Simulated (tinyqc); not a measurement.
Hole subbands of a hard-walled well, four-band Luttinger model: one step. Mass of HH1 in the plane. Five cases, with inputs chosen for the exercise.

Problem. Second order in k: 1/m = g1 + g2 - sum_n 12 c g3^2 D_1n^2/(LHn - HH1) over even n up to 60, with D_1n = 4n/(L (n^2 - 1)) in size, LHn - HH1 = c [(g1 + 2 g2) n^2 - (g1 - 2 g2)](pi/L)^2 + 2 Zs, c = hbar^2/2m0.

Constants: hbar^2/2m0 = 3.80998211 eV angstrom^2.

Case 1.

Values chosen (near those of Ge; not measured data):
- g1 = 13.49 (Luttinger gamma1)
- g2 = 4.27 (gamma2)
- g3 = 5.71 (gamma3)
- L = 70 angstrom (well width along [001])

shear strain energy Zs = -0.0652533 eV

Case 2.

Values chosen (near those of Si; not measured data):
- g1 = 4.27 (Luttinger gamma1)
- g2 = 0.34 (gamma2)
- g3 = 1.45 (gamma3)
- L = 165 angstrom (well width along [001])
- Zs = 0 eV (shear strain energy)

Case 3.

Values chosen (near those of Si; not measured data):
- g1 = 4.26 (Luttinger gamma1)
- g2 = 0.34 (gamma2)
- g3 = 1.45 (gamma3)
- L = 120 angstrom (well width along [001])

shear strain energy Zs = -0.0294501 eV

Case 4.

Values chosen (near those of Ge; not measured data):
- g1 = 13.31 (Luttinger gamma1)
- g2 = 4.28 (gamma2)
- g3 = 5.77 (gamma3)
- L = 50 angstrom (well width along [001])

shear strain energy Zs = -0.0489250 eV

Case 5.

Values chosen (near those of AlAs; not measured data):
- g1 = 3.76 (Luttinger gamma1)
- g2 = 0.82 (gamma2)
- g3 = 1.42 (gamma3)
- L = 100 angstrom (well width along [001])

shear strain energy Zs = 0.0155289 eV

Give: LHn - HH1 for n = 2, 4, 6; terms for n = 2, 4, 6; sum of all terms; mass without mixing, 1/(g1 + g2); 1/m with mixing.

Solution.

Case 1.

LHn - HH1 for n = 2, 4, 6 (meV): 507.7  2536.5  5917.7
terms for n = 2, 4, 6: 4.2606  0.1365  0.0242
sum of all terms = 4.4351
mass without mixing, 1/(g1 + g2) = 0.0563 m0
1/m with mixing = 13.3249 1/m0

Mixing with the light holes takes m from 0.056 to 0.075 m0. LH1 lies only 0.6 meV away and couples from order k^2 on, so this mass holds only very near k = 0.

Case 2.

LHn - HH1 for n = 2, 4, 6 (meV): 22.4  104.4  241.2
terms for n = 2, 4, 6: 1.1214  0.0385  0.0069
sum of all terms = 1.1708
mass without mixing, 1/(g1 + g2) = 0.2169 m0
1/m with mixing = 3.4392 1/m0

Mixing with the light holes takes m from 0.217 to 0.291 m0. LH1 lies only 1.9 meV away and couples from order k^2 on, so this mass holds only very near k = 0.

Case 3.

LHn - HH1 for n = 2, 4, 6 (meV): -16.6  138.1  396.1
terms for n = 2, 4, 6: -2.8512  0.0550  0.0079
sum of all terms = -2.7841
mass without mixing, 1/(g1 + g2) = 0.2174 m0
1/m with mixing = 7.3841 1/m0

Mixing with the light holes takes m from 0.217 to 0.135 m0.

Case 4.

LHn - HH1 for n = 2, 4, 6 (meV): 1146.5  5093.9  11672.9
terms for n = 2, 4, 6: 3.7764  0.1360  0.0245
sum of all terms = 3.9511
mass without mixing, 1/(g1 + g2) = 0.0569 m0
1/m with mixing = 13.6389 1/m0

Mixing with the light holes takes m from 0.057 to 0.073 m0.

Case 5.

LHn - HH1 for n = 2, 4, 6 (meV): 104.3  348.0  754.1
terms for n = 2, 4, 6: 0.6285  0.0301  0.0057
sum of all terms = 0.6678
mass without mixing, 1/(g1 + g2) = 0.2183 m0
1/m with mixing = 3.9122 1/m0

Mixing with the light holes takes m from 0.218 to 0.256 m0.

Computed by tinyqc, one run a case: `OMP_NUM_THREADS=1 python tinyqc.py N N+1 out.jsonl` with N = 1251659, 1251730, 1251808, 1251874, 1252092; one thread of a shared Intel(R) Xeon(R) Processor @ 2.30GHz, about 0.2 s a run at most.
